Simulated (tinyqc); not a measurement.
Inside a calculation. Method: plane-wave Kohn-Sham cycle with exchange-only LDA in a layered model solid. Computed by tinyqc, a small Python program that keeps every step. Settings: points = 16, plane-wave index or count = 2, electrons = 2, k points = 1, area = 36.0, mixing = 0.1, iteration cap = 54. Command: `OMP_NUM_THREADS=1 python tinyqc.py 20182 20183 out.jsonl` (the two numbers bound the seeds that draw the settings). One thread of a shared host (Intel(R) Xeon(R) Processor @ 2.60GHz), about 0.01 s of CPU time with the checks. Later iterations appear only in the table of the cycle.

## Iteration 1: potential

A solid whose potential varies along x alone (atomic units):

| parameter | value |
|---|---|
| period a | 9.800000 |
| cross-section of the cell | 36.000000 |
| electrons per cell | 2 |
| grid points | 16 |
| plane waves -n..n, n | 2 |
| k points | 1 |
| V1 in V1 cos(2 pi x/a) | -0.670000 |
| V2 in V2 cos(4 pi x/a) | 0.080000 |

density at the start, on the grid x_j = j a/N (e/bohr^3): 0.00566893  0.00566893  0.00566893  0.00566893  0.00566893  0.00566893  0.00566893  0.00566893  0.00566893  0.00566893  0.00566893  0.00566893  0.00566893  0.00566893  0.00566893  0.00566893

V_H(G) = 4 pi rho(G)/G^2 for G != 0 (uniform background); v_x = -(3 rho/pi)^(1/3); V = V_ext + V_H + v_x; Fourier components f(G_m) = (1/N) sum_j f(x_j) exp(-i G_m x_j).

Potentials on the grid (hartree):

| x | V_ext | V_H | v_x | V |
|---|---|---|---|---|
| 0.000000 | -0.590000 | 0.000000 | -0.175586 | -0.765586 |
| 0.612500 | -0.562431 | 0.000000 | -0.175586 | -0.738017 |
| 1.225000 | -0.473762 | 0.000000 | -0.175586 | -0.649348 |
| 1.837500 | -0.312966 | 0.000000 | -0.175586 | -0.488553 |
| 2.450000 | -0.080000 | 0.000000 | -0.175586 | -0.255586 |
| 3.062500 | 0.199829 | 0.000000 | -0.175586 | 0.024243 |
| 3.675000 | 0.473762 | 0.000000 | -0.175586 | 0.298175 |
| 4.287500 | 0.675568 | 0.000000 | -0.175586 | 0.499981 |
| 4.900000 | 0.750000 | 0.000000 | -0.175586 | 0.574414 |
| 5.512500 | 0.675568 | 0.000000 | -0.175586 | 0.499981 |
| 6.125000 | 0.473762 | 0.000000 | -0.175586 | 0.298175 |
| 6.737500 | 0.199829 | 0.000000 | -0.175586 | 0.024243 |
| 7.350000 | -0.080000 | 0.000000 | -0.175586 | -0.255586 |
| 7.962500 | -0.312966 | 0.000000 | -0.175586 | -0.488553 |
| 8.575000 | -0.473762 | 0.000000 | -0.175586 | -0.649348 |
| 9.187500 | -0.562431 | 0.000000 | -0.175586 | -0.738017 |

V(G_m), m = 0, 1, 2, ... (hartree): -0.175586  -0.335000  0.040000  0.000000  0.000000

## Iteration 1: Hamiltonian at one k

k = 0.000000 2 pi / a

H(m,m') = (k + G_m)^2/2 delta + V(G_m - G_m'), with V(-G) = V(G).

H (hartree):
```
           -2         -1         +0         +1         +2
-2   0.646538  -0.335000   0.040000   0.000000   0.000000
-1  -0.335000   0.029945  -0.335000   0.040000   0.000000
+0   0.040000  -0.335000  -0.175586  -0.335000   0.040000
+1   0.000000   0.040000  -0.335000   0.029945  -0.335000
+2   0.000000   0.000000   0.040000  -0.335000   0.646538
```

## Iteration 1: levels at that k

Diagonalise the Hermitian matrix.

eigenvalues (hartree): -0.565128  -0.150804  0.234838  0.787287  0.871186

## Iteration 1: new density

Motion across x is left out: the lowest 1 band(s) hold two electrons at each of the k points (j + 1/2)/nk - 1/2. Residual R = rho(out) - rho(in); rho(new) = rho(in) + 0.1 R. rho(out) = 2/(a A nk) sum |psi|^2 with psi = sum c exp(i G x). Harris energy E = band energy - dV sum rho (V_H/2 + v_x) + (3/4) dV sum rho v_x with rho(in), dV = a A/N, band energy = (2/nk) sum of the filled levels.

rho(out) (e/bohr^3): 0.01960114  0.01700949  0.01103316  0.00523243  0.00175573  0.00041128  0.00007837  0.00002254  0.00001581  0.00002254  0.00007837  0.00041128  0.00175573  0.00523243  0.01103316  0.01700949

density after iteration 1 (e/bohr^3): 0.00706216  0.00680299  0.00620536  0.00562528  0.00527761  0.00514317  0.00510988  0.00510429  0.00510362  0.00510429  0.00510988  0.00514317  0.00527761  0.00562528  0.00620536  0.00680299

energy per cell = -1.04246329 hartree

## Iteration 2: potential

As before.

Potentials on the grid (hartree):

| x | V_ext | V_H | v_x | V |
|---|---|---|---|---|
| 0.000000 | -0.590000 | 0.030255 | -0.188931 | -0.748676 |
| 0.612500 | -0.562431 | 0.027077 | -0.186591 | -0.721945 |
| 1.225000 | -0.473762 | 0.018689 | -0.180959 | -0.636031 |
| 1.837500 | -0.312966 | 0.007762 | -0.175135 | -0.480339 |
| 2.450000 | -0.080000 | -0.003056 | -0.171450 | -0.254505 |
| 3.062500 | 0.199829 | -0.012114 | -0.169981 | 0.017734 |
| 3.675000 | 0.473762 | -0.018732 | -0.169614 | 0.285416 |
| 4.287500 | 0.675568 | -0.022725 | -0.169552 | 0.483291 |
| 4.900000 | 0.750000 | -0.024057 | -0.169544 | 0.556398 |
| 5.512500 | 0.675568 | -0.022725 | -0.169552 | 0.483291 |
| 6.125000 | 0.473762 | -0.018732 | -0.169614 | 0.285416 |
| 6.737500 | 0.199829 | -0.012114 | -0.169981 | 0.017734 |
| 7.350000 | -0.080000 | -0.003056 | -0.171450 | -0.254505 |
| 7.962500 | -0.312966 | 0.007762 | -0.175135 | -0.480339 |
| 8.575000 | -0.473762 | 0.018689 | -0.180959 | -0.636031 |
| 9.187500 | -0.562431 | 0.027077 | -0.186591 | -0.721945 |

V(G_m), m = 0, 1, 2, ... (hartree): -0.175315  -0.326024  0.039590  -0.000255  -0.000004

## Iteration 2: Hamiltonian at one k

k = 0.000000 2 pi / a

As before.

H (hartree):
```
           -2         -1         +0         +1         +2
-2   0.646810  -0.326024   0.039590  -0.000255  -0.000004
-1  -0.326024   0.030216  -0.326024   0.039590  -0.000255
+0   0.039590  -0.326024  -0.175315  -0.326024   0.039590
+1  -0.000255   0.039590  -0.326024   0.030216  -0.326024
+2  -0.000004  -0.000255   0.039590  -0.326024   0.646810
```

## Iteration 2: levels at that k

As before.

eigenvalues (hartree): -0.551332  -0.143634  0.232124  0.781074  0.860506

## Iteration 2: new density

As before.

rho(out) (e/bohr^3): 0.01947492  0.01692682  0.01103662  0.00528784  0.00180694  0.00043631  0.00008625  0.00002476  0.00001694  0.00002476  0.00008625  0.00043631  0.00180694  0.00528784  0.01103662  0.01692682

density after iteration 2 (e/bohr^3): 0.00830343  0.00781537  0.00668848  0.00559154  0.00493055  0.00467248  0.00460752  0.00459634  0.00459495  0.00459634  0.00460752  0.00467248  0.00493055  0.00559154  0.00668848  0.00781537

energy per cell = -1.01677790 hartree

## Convergence

Stop when sqrt(dV sum R^2) is below 1e-8, dV = a A/N.

Course of the cycle:

| iteration | E (hartree) | norm of the residual |
|---|---|---|
| 1 | -1.04246329 | 1.29e-01 |
| 2 | -1.01677790 | 1.15e-01 |
| 3 | -0.99559706 | 1.03e-01 |
| 4 | -0.97839223 | 9.19e-02 |
| 5 | -0.96454983 | 8.20e-02 |
| 6 | -0.95348806 | 7.31e-02 |
| 7 | -0.94469475 | 6.52e-02 |
| 8 | -0.93773521 | 5.81e-02 |
| 9 | -0.93224813 | 5.18e-02 |
| 10 | -0.92793722 | 4.61e-02 |
| 11 | -0.92456180 | 4.11e-02 |
| ... | ... | ... |
| 44 | -0.91337825 | 9.53e-04 |
| 45 | -0.91338061 | 8.53e-04 |
| 46 | -0.91338266 | 7.64e-04 |
| 47 | -0.91338443 | 6.84e-04 |
| 48 | -0.91338596 | 6.13e-04 |
| 49 | -0.91338728 | 5.50e-04 |
| 50 | -0.91338840 | 4.93e-04 |
| 51 | -0.91338935 | 4.42e-04 |
| 52 | -0.91339016 | 3.96e-04 |
| 53 | -0.91339085 | 3.56e-04 |
| 54 | -0.91339142 | 3.19e-04 |

Not converged within 54 iterations: the residual falls steadily but slowly, by a factor of about 0.90 a step. Reruns (cap 100 unless said): mixing 0.5, Kerker q0 1.0: converged in 100 (E = -0.91339); mixing 0.3, Pulay depth 5: converged in 9 (E = -0.91339); the original settings with a cap of 400: converged in 156 (E = -0.91339).
